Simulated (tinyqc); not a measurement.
Coherent transport through a tight-binding region between two chains, step by step. Computed by tinyqc, a small Python program that keeps every step. Settings: temperature = 77, mu = -0.48. Command: `OMP_NUM_THREADS=1 python tinyqc.py 20339 20340 out.jsonl` (the two numbers bound the seeds that draw the settings). One thread of a shared host (Intel(R) Xeon(R) Processor @ 2.60GHz), about 0.1 s of CPU time with the checks.

## Transmission at E = 0.07 eV

H of the central region (eV):
$$\begin{pmatrix}
0.00000 & -1.36000 & 0.00000 & 0.00000 & 0.00000 & 0.00000 \\
-1.36000 & 1.32000 & -1.35000 & 0.00000 & 0.00000 & 0.00000 \\
0.00000 & -1.35000 & 1.32000 & -1.77000 & 0.00000 & 0.00000 \\
0.00000 & 0.00000 & -1.77000 & 1.32000 & -1.35000 & 0.00000 \\
0.00000 & 0.00000 & 0.00000 & -1.35000 & 1.32000 & -1.35000 \\
0.00000 & 0.00000 & 0.00000 & 0.00000 & -1.35000 & 0.00000
\end{pmatrix}$$

Leads: semi-infinite chains with site energy 0:
```
parameter                           value
lead hopping t (eV)              2.610000
coupling to the left lead (eV)   0.330000
coupling to the right lead (eV)  0.620000
left contact site                       1
right contact site                      6
```

E = 0.07000 eV

Surface Green function g = (E - i sqrt(4 t^2 - E^2)) / (2 t^2); self-energy tc^2 g on each contact site; G = (E - H - Sigma)^(-1); Gamma = -2 Im Sigma; T = Gamma_L Gamma_R |G_LR|^2; local density of states -Im G_ii / pi.

g = 0.00514-0.38311i 1/eV

G (1/eV):
$$\begin{pmatrix}
1.22280-0.18453i & 0.66720-0.02809i & -0.61408+0.15989i & -0.94255+0.13434i & -0.06761-0.08524i & 0.87996-0.21327i \\
0.66720-0.02809i & -0.03493-0.01903i & 0.03626+0.01067i & 0.05225+0.02206i & 0.00084+0.00643i & -0.05147-0.01610i \\
-0.61408+0.15989i & 0.03626+0.01067i & 0.65220-0.15119i & 0.99791-0.11492i & 0.06888+0.09183i & -0.93413+0.19994i \\
-0.94255+0.13434i & 0.05225+0.02206i & 0.99791-0.11492i & 0.66489-0.09798i & 0.04801+0.05995i & -0.62044+0.15348i \\
-0.06761-0.08524i & 0.00084+0.00643i & 0.06888+0.09183i & 0.04801+0.05995i & -0.04586-0.06489i & 0.65027-0.12003i \\
0.87996-0.21327i & -0.05147-0.01610i & -0.93413+0.19994i & -0.62044+0.15348i & 0.65027-0.12003i & 1.22254-0.26462i
\end{pmatrix}$$

local density of states (1/eV): [0.05874, 0.00606, 0.04813, 0.03119, 0.02065, 0.08423]

transmission = 0.02015

## Transmission across the band

The same steps on a grid of energies.

T(E):
```
E (eV)             T
-4.9590000  1.17e-10
-4.4631000  1.08e-09
-3.9672000  6.69e-09
-3.4713000  4.30e-08
-2.9754000  3.46e-07
-2.4795000  4.34e-06
-1.9836000   0.00015
-1.4877000   0.12562
-0.9918000   0.67877
-0.4959000   0.05172
0.0000000    0.03617
0.4959000    0.00389
0.9918000    0.00461
1.4877000    0.48652
1.9836000    0.00355
2.4795000    0.01093
2.9754000    0.00073
3.4713000    0.00012
3.9672000    0.00348
4.4631000   1.28e-06
4.9590000   3.27e-08
```

levels of the isolated region (eV): [-1.54131, -0.98706, -0.20489, 1.45978, 2.61619, 3.93729]

## Current

I = (2e/h) int T(E) [f(E - mu - V/2) - f(E - mu + V/2)] dE at 77 K with mu = -0.48 eV, the bias not changing H; 2e^2/h = 77.48092 microsiemens; the integral runs over the band on 4001 points.

Current:
```
V (volt)  I (microampere)
0.01000           0.04237
0.05000           0.21286
0.10000           0.43211
0.20000           0.92090
0.40000           2.57894
0.80000           9.87376
```
